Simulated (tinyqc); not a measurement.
Which coupling does what: hole subbands of a hard-walled well, four-band Luttinger model.

Hole energies are counted downwards from the unstrained band edge, c = hbar^2/2m0. After the usual block transformation one block is H = [[P + Q - Zs, R - i S], [R + i S, P - Q + Zs]] in (heavy, light), with P +/- Q = c [(g1 +/- g2) k^2 + (g1 -/+ 2 g2) kz^2], R = sqrt(3) c gR k^2, S = 2 sqrt(3) c g3 k kz, kz = -i d/dz; axial approximation gR = (g2 + g3)/2. Zs = b (e_par - e_perp) is the shear part of the strain (the hydrostatic part shifts all levels alike and is left out). Basis sqrt(2/L) sin(n pi z/L), n = 1 to N, for each component: kz^2 gives (n pi/L)^2 and the heavy-light block is R delta_nm - 2 sqrt(3) c g3 k D_nm with D_nm = 4 n m/(L (n^2 - m^2)) for n + m odd, 0 otherwise. The other block has the same levels. The split-off band is left out.

Constants: hbar^2/2m0 = 3.80998211 eV angstrom^2.

Values chosen for the exercise (near those of AlAs; the results hold for these values, not for the real material):
- g1 = 3.75 (Luttinger gamma1)
- g2 = 0.82 (gamma2)
- g3 = 1.42 (gamma3)
- L = 75 angstrom (well width along [001])
- k = 0.0381 1/angstrom (wave vector in the plane)

shear strain energy Zs = -0.045028 eV

N = 20, at the given k. Diagonal: R = S = 0. Along [100] and [110] gR is g2 and g3 instead of their mean.

Hole energies (meV):

| model | E1 | E2 | E3 | E4 |
|---|---|---|---|---|
| diagonal | 7.21 | 84.41 | 115.30 | 126.72 |
| R alone | 5.75 | 85.87 | 108.86 | 133.17 |
| S alone | 1.39 | 65.00 | 110.20 | 117.96 |
| axial | 0.07 | 64.67 | 108.93 | 120.03 |
| [100] | 0.68 | 64.84 | 109.41 | 119.18 |
| [110] | -0.71 | 64.43 | 108.50 | 120.98 |

The couplings move E1 by -7.14 meV: R alone by -1.46, S alone by -5.82, so S matters more at k L/pi = 0.91 (R grows as k^2 and joins equal n, S as k and joins n of opposite parity). Warping spreads E1 by 1.39 meV between [100] and [110], the hole being heavier along [110]; the axial value lies between them.

Program tinyqc; command `OMP_NUM_THREADS=1 python tinyqc.py 1250495 1250496 out.jsonl`; about 0.5 s on one thread of a shared Intel(R) Xeon(R) Processor @ 2.30GHz.
